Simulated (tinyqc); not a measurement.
# Undoped symmetric double-gate MOSFET, analytic potential model: several studies

An undoped body of thickness ts between two equal insulators and tied gates; long channel, electrons only, n = ni exp((psi - V)/Vt) with V the quasi-Fermi potential (0 at the source, Vd at the drain), constant mobility, no quantisation. Across the body psi(x) = V - 2 Vt ln[(ts/(2 beta)) sqrt(q ni/(2 eps0 eps_r Vt)) cos(2 beta x/ts)], x from the centre. Q is the electron charge per area of the whole body.

Inputs (values chosen for the exercise); material values those of a made-up semiconductor: temperature T = 325 K; band gap Eg = 0.567 eV; relative permittivity of the semiconductor eps_r = 17.3; conduction-band density of states at T Nc = 1.38e19 cm^-3; valence-band density of states at T Nv = 5.12e18 cm^-3; relative permittivity of the gate insulator eox = 21.7; insulator thickness tox = 7.5 nm; body thickness ts = 6 nm; gate work function less that of the intrinsic body dphi = -0.09 V; channel mobility mu = 640 cm^2/(V s); gate length L = 0.2 um; drain voltage Vd = 0.8 V.

Constants: q = 1.602176634e-19 C, kB = 1.380649e-23 J/K, Vt = kB T/q, eps0 = 8.8541878128e-14 F/cm where lengths are in cm. Results are converted to the units shown.

Each table varies one quantity; the others keep the values above.

## Effect of the insulator thickness

ni = sqrt(Nc Nv) exp(-Eg/(2 Vt)), Eg in volts; r = eps_r tox/(eox ts); V0 = dphi + 2 Vt ln[(2/ts) sqrt(2 eps0 eps_r Vt/(q ni))]. beta (between 0 and pi/2) solves (Vg - V0 - V)/(2 Vt) = ln(beta) - ln(cos beta) + 2 r beta tan(beta). Q = 8 eps0 eps_r Vt beta tan(beta)/ts; I = mu (1/L)(4 eps0 eps_r/ts)(2 Vt)^2 [g(beta_s) - g(beta_d)] per width, g = beta tan(beta) - beta^2/2 + r beta^2 tan^2(beta), with beta_s at V = 0 and beta_d at V = Vd.  I(low) is taken at Vg = -0.07 V, Qs and I(high) at Vg = 0.68 V.

The same in every row: V0 (V) = 0.18382.

Effect of the insulator thickness:

| tox (nm) | I(low) (nA/um) | Qs(high) (nC/cm^2) | I(high) (uA/um) |
|---|---|---|---|
| 2.5 | 5.9388 | 5646.4 | 4226.4 |
| 3.6 | 5.9385 | 4106.8 | 3166.5 |
| 5.2 | 5.9383 | 2971.6 | 2355.0 |
| 7.5 | 5.9378 | 2147.5 | 1745.0 |
| 11 | 5.9372 | 1524.5 | 1268.8 |
| 16 | 5.9363 | 1087.0 | 924.28 |
| 22 | 5.9352 | 813.47 | 703.59 |

Read the table: what changes, and by how much?

As tox goes from 2.5 to 22 nm, I(low) stays near 5.94 nA/um and I(high) falls from 4230 to 704 uA/um. On average I(low) is independent of tox and I(high) goes as tox^(-0.82). Below threshold no voltage drops over the insulator in this long-channel model, so its thickness does not matter there. In every row the surface density at the source at the higher gate voltage passes 0.3 Nc, where Boltzmann statistics fail. In every row mu V/L at the higher gate voltage, with V the smaller of Vd and Vg - V0, passes 3e6 cm/s, so velocity saturation would lower the current. In every row the body is thin enough for quantum confinement, left out here, to raise the threshold.

## Effect of the gate work function less that of the intrinsic body

Same model as above.

Results:

| dphi (V) | V0 (V) | I(low) (nA/um) | Qs(high) (nC/cm^2) | I(high) (uA/um) |
|---|---|---|---|---|
| -0.24 | 0.033824 | 1193.6 | 2841.1 | 2941.4 |
| -0.19 | 0.083824 | 209.10 | 2608.0 | 2505.6 |
| -0.14 | 0.13382 | 35.351 | 2376.7 | 2106.9 |
| -0.09 | 0.18382 | 5.9378 | 2147.5 | 1745.0 |
| -0.04 | 0.23382 | 0.99627 | 1920.6 | 1419.6 |
| 0.06 | 0.33382 | 0.028035 | 1475.6 | 876.56 |

Estimate the missing row, dphi = 0.01 V.

Computed row:

| dphi (V) | V0 (V) | I(low) (nA/um) | Qs(high) (nC/cm^2) | I(high) (uA/um) |
|---|---|---|---|---|
| 0.01 | 0.28382 | 0.16712 | 1696.5 | 1130.3 |

With this row back in the table: As dphi goes from -0.24 to 0.06 V, I(low) falls from 1190 to 0.0280 nA/um and I(high) falls from 2940 to 877 uA/um. V0 rises from 0.0338 to 0.334 V. In every row the surface density at the source at the higher gate voltage passes 0.3 Nc, where Boltzmann statistics fail. In every row mu V/L at the higher gate voltage, with V the smaller of Vd and Vg - V0, passes 3e6 cm/s, so velocity saturation would lower the current. In every row the body is thin enough for quantum confinement, left out here, to raise the threshold.

## Transfer curve and volume inversion

Q = 8 eps0 eps_r Vt beta tan(beta)/ts; I = mu (1/L)(4 eps0 eps_r/ts)(2 Vt)^2 [g(beta_s) - g(beta_d)] per width, g = beta tan(beta) - beta^2/2 + r beta^2 tan^2(beta), with beta_s at V = 0 and beta_d at V = Vd. The drop is psi(surface) - psi(centre) at the source end; C = dQs/dVg, Cg = 2 eps0 eox/tox; gm = dI/dVg.

Results:

| Vg (V) | Qs (nC/cm^2) | drop (mV) | C/Cg | I (uA/um) | gm/I (1/V) |
|---|---|---|---|---|---|
| -0.12 | 0.01112 | 5.443e-4 | 7.746e-5 | 9.963e-4 | 35.70 |
| 0.05 | 4.633 | 0.2265 | 0.03111 | 0.4230 | 35.05 |
| 0.14 | 68.60 | 3.293 | 0.3076 | 7.855 | 27.94 |
| 0.23 | 290.0 | 13.08 | 0.6127 | 56.12 | 16.54 |
| 0.32 | 606.0 | 25.15 | 0.7408 | 183.8 | 10.55 |
| 0.4 | 922.8 | 35.45 | 0.7998 | 378.9 | 7.793 |
| 0.49 | 1302 | 45.98 | 0.8411 | 698.8 | 5.961 |
| 0.58 | 1696 | 55.36 | 0.8688 | 1130 | 4.803 |

Estimate the missing row, Vg = -0.03 V.

Computed row:

| Vg (V) | Qs (nC/cm^2) | drop (mV) | C/Cg | I (uA/um) | gm/I (1/V) |
|---|---|---|---|---|---|
| -0.03 | 0.2758 | 0.01350 | 0.001918 | 0.02475 | 35.67 |

With this row back in the table: The current rises from 9.96e-4 to 1130 uA/um. In the first row gm/I is 35.7 1/V, within 0.01 % of 1/Vt: with no depletion charge the whole body follows the gate, and the swing is ideal. The drop between surface and centre goes from 5.4e-4 to 55.4 mV and passes Vt at Vg = 0.4 V among the rows; below that the density varies across the body by less than a factor of e (volume inversion). C reaches 0.87 of Cg in the last row. For Vg = 0.32 to 0.58 V the surface density at the source passes 0.3 Nc, where Boltzmann statistics fail. For Vg = 0.32 to 0.58 V mu V/L, with V the smaller of Vd and Vg - V0, passes 3e6 cm/s, so velocity saturation would lower the current. In every row the body is thin enough for quantum confinement, left out here, to raise the threshold.

Numbers from tinyqc (`OMP_NUM_THREADS=1 python tinyqc.py 2440045 2440046 out.jsonl`; about 0.01 s on one thread of a shared Intel Xeon 2.30GHz).
